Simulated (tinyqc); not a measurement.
Peak against initial coverage: adsorption as a lattice gas: isotherms with interactions, competition, desorption peaks and saturation dose. Computed by tinyqc, a small Python program. Command: `OMP_NUM_THREADS=1 python tinyqc.py 3006309 3006310 out.jsonl adsorb walk`. One thread of a shared host (Intel(R) Xeon(R) Processor @ 2.30GHz), about 0.2 s of CPU time with the checks.

One adsorbate per site; a molecule needs 1 empty site. Gas and surface have the same temperature.

Inputs (values chosen for the exercise, for a model surface): desorption energy E = 1.87 eV; prefactor nu = 1.5e+14 1/s; pair energy w (positive repels) = 0.012 eV; neighbours z = 3; heating rate beta = 3.9 K/s.

Adsorption: molecular (first order).

Constants: k_B = 8.617333262e-05 eV/K.

Method. Heating at the rate beta: d theta/dT = -(nu/beta) theta^1 exp(-[E - z w theta]/(k_B T)). Integrated numerically (relative tolerance 1e-9); T_p is the maximum of the rate.

Peak temperatures (K):
```
theta_0   w = 0  with w
0.1      634.49  633.58
0.3      634.49  631.76
0.5      634.49  629.92
0.7      634.49  628.08
0.9      634.49  626.23
```

What follows from these numbers?

Without interaction the peak does not move; with w it moves by -7.4 K, so repulsion in first order mimics second-order kinetics.

Extremes, crossings and ranges named in words are read from the listed rows.
